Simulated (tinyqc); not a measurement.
Inside a calculation. Method: plane-wave Kohn-Sham cycle with exchange-only LDA in a layered model solid. One step of it, computed by the program tinyqc.

Question. Iteration 2: levels at that k. Diagonalise the Hermitian matrix.

H (hartree), lower triangle:
```
           -2         -1         +0         +1        +2
-2   0.133842
-1  -0.093033  -0.100395
+0   0.058942  -0.093033  -0.178475
+1   0.000146   0.058942  -0.093033  -0.100395
+2   0.000114   0.000146   0.058942  -0.093033  0.133842
```

Give: eigenvalues.

Answer.

eigenvalues (hartree): -0.260  -0.186  -0.045  0.161  0.219
